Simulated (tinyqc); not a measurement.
Lossy on-chip transmission line with skin effect: one step of the calculation.

A uniform line in a homogeneous dielectric: c = sqrt(er)/(c0 Z0), l = Z0 sqrt(er)/c0 (c0 = 299792458 m/s), g = w c td, w = 2 pi f. The resistance joins its limits as r = sqrt(r_dc^2 + r_hf^2), with r_dc = rho/(wd th), r_hf = kr rho/(2 delta (wd + th)), delta = sqrt(rho/(pi f mu0)), mu0 = 4 pi 1e-7 H/m; this is an interpolation, and internal inductance, up to 0.05 nH/mm at low frequency, is neglected.

Question. Line constants. delta, r_dc, r_hf, r, l, c and g as defined.

Parameters, values chosen for the exercise: width of the strip wd = 2.3 um; thickness of the strip th = 0.83 um; resistivity rho = 1.8 uohm cm; relative permittivity er = 4.2; loss tangent td = 0.02; lossless impedance sqrt(l/c) Z0 = 50 ohm; factor for crowding and the return path kr = 1.2; frequency f = 0.3 GHz.

Give: delta; r_dc; r_hf; r; l; c; g.

Answer.

delta = 3.898 um
r_dc = 9.429 ohm/mm
r_hf = 0.8851 ohm/mm
r = 9.470 ohm/mm
l = 0.3418 nH/mm
c = 136.7 pF/m
g = 0.005154 S/m

r is 1.00 times r_dc; the skin depth is 4.70 of the thickness.

Program tinyqc, `OMP_NUM_THREADS=1 python tinyqc.py 2810189 2810190 out.jsonl`; Intel Xeon 2.30GHz, shared host, one thread, about 0.01 s.
